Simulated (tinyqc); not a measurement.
Changing the localisation length xi: hopping conduction between localised states. Computed by tinyqc, a small Python program. Command: `OMP_NUM_THREADS=1 python tinyqc.py 3028207 3028208 out.jsonl hop sweep`. One thread of a shared host (Intel(R) Xeon(R) Processor @ 2.30GHz), about 0.01 s of CPU time with the checks.

Energies are counted from the Fermi level. A small network shows the mechanism; the laws of an infinite system follow.

Inputs (values chosen for the exercise, for a model impurity band):
```
quantity,value,unit
density of states g_0,1.7e+13,1/(eV cm^2)
permittivity eps,13,-
activation energy E_a to extended states,0.028,eV
prefactor of activated conduction,400,microsiemens
prefactor of hopping,0.16,microsiemens
conductance scale G_0,1,microsiemens
temperature T,22,K
```

Dimension: 2D.

sites of the small network (nm, nm, meV):
```
,x,y,energy
1,0,1.73,-0.35
2,3.61,1.61,-3.68
3,10.55,0.13,-4.65
4,13.1,2.92,2.52
5,19.2,3.72,2.41
6,24,2.8,0.38
```

Constants: k_B = 8.617333262e-05 eV/K; e^2/(4 pi eps_0) = 14.39964548 eV angstrom.

Method:
- Miller-Abrahams exponent s_ij = 2 r_ij/xi + (|E_i| + |E_j| + |E_i - E_j|)/(2 k_B T); G_ij = G_0 exp(-s_ij). The diagonal is set to 0 and not used.
- Site 1 is held at potential 1 and site 6 at 0; Kirchhoff's law sum_j G_ij (u_i - u_j) = 0 fixes the others; G = sum_j G_1j (1 - u_j). G_ij = G_0 exp(-s_ij).
- Mott: T_M = 13.8/(k_B g_0 xi^2), exponent (T_M/T)^(1/3), mean hop r = (1/3) xi times the exponent. Efros-Shklovskii: T_ES = 6.5 e^2/(4 pi eps eps_0 k_B xi), exponent (T_ES/T)^(1/2). Coulomb gap width g_0 (e^2/(4 pi eps eps_0))^2. The numerical coefficients come from percolation theory and are given.
- sigma = s_1 exp(-E_a/k_B T) + s_2 exp(-larger of the two exponents); reduced activation energy w = d ln(sigma)/d ln(T) by a central difference of +/- 1 %.

One run for each value:
```
localisation length xi (nm),hopping part (microsiemens),-ln(G/G_0),T_M (K),T_ES (K)
1.2,5.6155e-15,14.358,6.5418e+05,6962.5
1.7,3.4469e-12,10.959,3.2596e+05,4914.7
2.2,1.6671e-10,9.145,1.9463e+05,3797.7
3.9,1.1800e-07,6.415,6.1934e+04,2142.3
5.2,1.3870e-06,5.370,3.4838e+04,1606.7
7.0,1.1273e-05,4.389,1.9225e+04,1193.6
9.3,5.8679e-05,3.542,1.0892e+04,898.4
```

Give the missing row, localisation length xi (nm) = 2.9.

Computed row:
```
localisation length xi (nm)  hopping part (microsiemens)  -ln(G/G_0)     T_M (K)  T_ES (K)
2.9                                           5.4051e-09       7.667  1.1201e+05    2881.1
```

Interpolating between the two neighbouring rows (the first column on a logarithmic scale, the others too where they are positive) misses most in hopping part (microsiemens), by 27 %. Over the rows, hopping part (microsiemens) rises from 5.62e-15 to 5.87e-5 (exponent d ln y / d ln x 18 between the first rows and 5.8 between the last); -ln(G/G_0) falls from 14.4 to 3.54 (exponent d ln y / d ln x between -0.78 and -0.60); T_M (K) falls from 654000 to 10900 (exponent d ln y / d ln x about -2.0 throughout). The exponent of T_M stays at -2: T_M = 13.8/(k_B g_0 xi^2).
